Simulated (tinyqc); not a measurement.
Dimension: statistics of electrons in three, two and one dimensions.

One band edge at E = 0, lambda = sqrt(4 pi c/(m1 kT)) with c = hbar^2/2m0. Densities with spin: n3 = (2/lambda^3) F_1/2(eta), n2 = (2/lambda^2) F_0(eta) with F_0 = ln(1 + exp(eta)), n1 = (2/lambda) F_-1/2(eta). F_j(eta) = (1/Gamma(j + 1)) integral_0^infinity x^j dx/(1 + exp(x - eta)), which tends to exp(eta) for eta << 0.

Constants: hbar^2/2m0 = 3.80998211 eV angstrom^2; kB = 8.617333262e-05 eV/K.

Values chosen for the exercise (out of a larger set: near those of Ge, lowest valleys alone; not measured data): m1 = 0.0839 m0 (mass of one isotropic band with spin); T = 475 K; L = 80 angstrom (confinement length used to compare densities).

The last two columns turn the sheet and line densities into volume densities, n2/L and n1/L^2, over n3.

Densities:
```
eta  n3 (1/cm^3)  n2 (1/cm^2)  n1 (1/cm)  (n2/L)/n3  (n1/L^2)/n3
-4      2.21e+16     2.60e+10   3.06e+04       1.47         2.16
-2      1.57e+17     1.82e+11   2.09e+05       1.45         2.08
-1      3.98e+17     4.49e+11   4.98e+05       1.41         1.95
0       9.30e+17     9.94e+11   1.02e+06       1.34         1.72
1       1.91e+18     1.88e+12   1.74e+06       1.23         1.42
2       3.43e+18     3.05e+12   2.48e+06       1.11         1.13
8       2.11e+19     1.15e+13   5.37e+06      0.680        0.398
```

Give the missing row, eta = 4.

Computed row:
```
eta  n3 (1/cm^3)  n2 (1/cm^2)  n1 (1/cm)  (n2/L)/n3  (n1/L^2)/n3
4       7.91e+18     5.76e+12   3.70e+06      0.911        0.731
```

lambda = 118.1 angstrom

Far below the edge all three follow exp(eta), and the ratios tend to lambda/L = 1.476 and its square. From eta = 4 to 8 the densities grow by 2.67, 1.99 and 1.45, near the powers 2^(3/2), 2 and 2^(1/2) that the densities of states E^(1/2), E^0 and E^(-1/2) give. One subband serves while EF stays several kT below the second, 5.1 kT up for hard walls; rows with a larger eta, if any, overfill it.

(tinyqc, `OMP_NUM_THREADS=1 python tinyqc.py 1681156 1681157 out.jsonl`, Intel(R) Xeon(R) Processor @ 2.30GHz, 1 thread, shared host, about 0.01 s.)
